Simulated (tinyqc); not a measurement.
# Off-state leakage of single and stacked transistors: effects of single changes

n-channel devices of unit width. Subthreshold current I(Vg, Vs, Vd) = I0 (T/300 K)^0.5 exp[(Vg - Vs - VT(T) - gb (Vs - Vb) + dd (Vd - Vs))/(nf Vt)] (1 - exp(-(Vd - Vs)/Vt)), VT(T) = VT - cT (T - 300 K). Gate-edge tunnelling Ig (Vd/1 V) exp(ag (Vd - 1 V)), for a gate at 0 V, and band-to-band leakage Ab u exp(-Bb/u), u = Vd - Vb + 1 V, flow at a drain held at V; both are taken as independent of T. In a stack of off transistors (all gates at 0 V) the same subthreshold current passes through each.

Values chosen for this exercise; values of the order met in bulk silicon logic transistors:
```
symbol   value       unit                                             meaning
T          300          K                                         temperature
V          0.9          V                                      supply voltage
VT        0.32          V        threshold at 300 K, zero drain and body bias
cT         0.9       mV/K              fall of the threshold with temperature
I0         0.5      uA/um                       current at threshold at 300 K
nf        1.34                                                   slope factor
dd        0.16                                drain-induced lowering per volt
gb        0.22             rise of the threshold per volt of source-body bias
Ig      0.0007      uA/um                 gate-edge tunnelling current at 1 V
ag         5.7        1/V               exponential slope of the gate current
Ab          30  uA/(um V)      prefactor of band-to-band leakage at the drain
Bb          29          V                             its exponential voltage
Vb           0          V                                        body voltage
```

Constants: q = 1.602176634e-19 C, kB = 1.380649e-23 J/K, Vt = kB T/q. Results are converted to the units shown.

Each table varies one quantity; the others keep the values above.

## Subthreshold current against the height of the stack

All n gates at 0 V, bottom source at 0 V, top drain at V; node voltages follow from equal currents.

Results:
```
n,I (nA/um),reduction factor,drain voltage of the bottom device (mV),source voltage of the top device (mV),voltage across the top device (V)
1,3.108,1.000,900.0,0,0.9000
3,0.03200,97.13,23.11,114.9,0.7851
4,0.02026,153.4,12.88,126.3,0.7737
5,0.01478,210.3,8.909,134.3,0.7657
6,0.01162,267.5,6.804,140.3,0.7597
```

Estimate the missing row, n = 2.

Computed row:
```
n,I (nA/um),reduction factor,drain voltage of the bottom device (mV),source voltage of the top device (mV),voltage across the top device (V)
2,0.07318,42.47,94.10,94.10,0.8059
```

With this row back in the table: The second transistor cuts the current by a factor of 42.5, the third by a further 2.29 and the sixth by 1.27. The top device keeps 84.4 % of the supply at n = 6, while the drain voltage of the bottom one falls to 0.263 Vt.

## Leakage components against the threshold

Same model as above.

One transistor with Vg = Vs = 0, Vd = V; stack factor I(one)/I(two in series).

The same in every row: gate edge (nA/um) = 0.3563; band-to-band (nA/um) = 0.01340; stack factor = 42.47.

Leakage components against the threshold:
```
VT (V),subthreshold (nA/um),total (nA/um),largest part
0.15,420.5,420.9,subthreshold
0.2,99.29,99.66,subthreshold
0.25,23.45,23.82,subthreshold
0.3,5.536,5.906,subthreshold
0.35,1.307,1.677,subthreshold
0.4,0.3087,0.6784,gate edge
0.45,0.07290,0.4426,gate edge
0.5,0.01721,0.3869,gate edge
0.55,0.004065,0.3737,gate edge
0.6,9.599e-4,0.3706,gate edge
```

What does the comparison show?

As VT goes from 0.15 to 0.6, the total leakage falls from 421 to 0.371 nA/um. The subthreshold part leads at VT = 0.15, the gate edge part from 0.4 on. The reduction by a stack of two stays at 42.5, for the subthreshold part alone. For VT = 0.15, 0.2 the gate is within about 3 nf Vt of threshold, where the exponential law overstates the current.

tinyqc, about 0.03 s, one thread, Intel Xeon 2.30GHz (shared host): `OMP_NUM_THREADS=1 python tinyqc.py 2242070 2242071 out.jsonl`
